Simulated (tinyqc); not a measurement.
Strength against creep resistance: grain growth, pinning, strength and diffusional creep of a polycrystal or thin film. Computed by tinyqc, a small Python program. Command: `OMP_NUM_THREADS=1 python tinyqc.py 3016420 3016421 out.jsonl grain walk`. One thread of a shared host (Intel(R) Xeon(R) Processor @ 2.30GHz), about 0.01 s of CPU time with the checks.

One mean grain size d describes the structure.

Inputs (values chosen for the exercise, for a model solid):
```
quantity,value,unit
atomic volume Omega,20.02,angstrom^3
boundary energy gamma,0.38,J/m^2
mobility prefactor M0,1.8e-07,m^4/(J s)
activation energy of boundary motion Q_m,4.35,eV
anneal temperature T,2507,K
anneal time t,22,s
initial grain size d0,190,nm
particle volume fraction f,0.0011,-
particle radius r,6,nm
Hall-Petch slope k_y,0.29,MPa m^0.5
lattice diffusion energy Q_l,3.87,eV
boundary diffusion energy Q_b,2.79,eV
lattice prefactor D0,1.9e-05,m^2/s
boundary prefactor delta D0b,2.4e-14,m^3/s
applied stress sigma,200,MPa
service temperature T_c,676,K
```

Sample: bulk.

Constants: k_B = 8.617333262e-05 eV/K; k_B = 1.380649e-23 J/K.

Method:
- M = M0 exp(-Q_m/(k_B T)). The driving pressure is 2 gamma/d. Zener pinning pressure 3 f gamma/(2 r) stops growth at d_Z = 4 r/(3 f). The limit is d_lim = d_Z.
- dd/dt = 2 M gamma (1/d - 1/d_lim) integrates to 2 M gamma t = d_lim (d0 - d) + d_lim^2 ln[(d_lim - d0)/(d_lim - d)]; without pinning d^2 = d0^2 + 4 M gamma t.
- Nabarro-Herring rate = 14 sigma Omega D_l/(k_B T d^2), D_l = D0 exp(-Q_l/(k_B T)); Coble rate = 14 pi sigma Omega delta D_b/(k_B T d^3), delta D_b = delta D0b exp(-Q_b/(k_B T)); they are equal at d_x = pi delta D_b/D_l.
- Hall-Petch term k_y/sqrt(d).

crossover size d_x = 447017 micrometre

At T_c and sigma:
```
d (nm),Hall-Petch term (MPa),Nabarro-Herring (1/s),Coble (1/s),time to 1 % (s)
30,1674.3,1.7829e-18,2.6566e-11,3.7642e+08
100,917.1,1.6046e-19,7.1727e-13,1.3942e+10
300,529.5,1.7829e-20,2.6566e-14,3.7642e+11
1000,290.0,1.6046e-21,7.1727e-16,1.3942e+13
3000,167.4,1.7829e-22,2.6566e-17,3.7642e+14
10000,91.7,1.6046e-23,7.1727e-19,1.3941e+16
100000,29.0,1.6046e-25,7.1727e-22,1.3939e+19
```

What does the comparison show, and why?

From 100 micrometre to 30 nm grains the Hall-Petch term grows 58 times, while the time to 1 % strain shrinks by 10.6 decades. Coble creep rules in 7 of the seven rows (d_x is a millimetre or more). Fine grains resist slip but creep fast. The Hall-Petch value at 30 nm is at the edge of that law. Caution: sigma Omega is not small against k_B T, as the linear creep laws assume.

Extremes, crossings and ranges named in words are read from the listed rows.
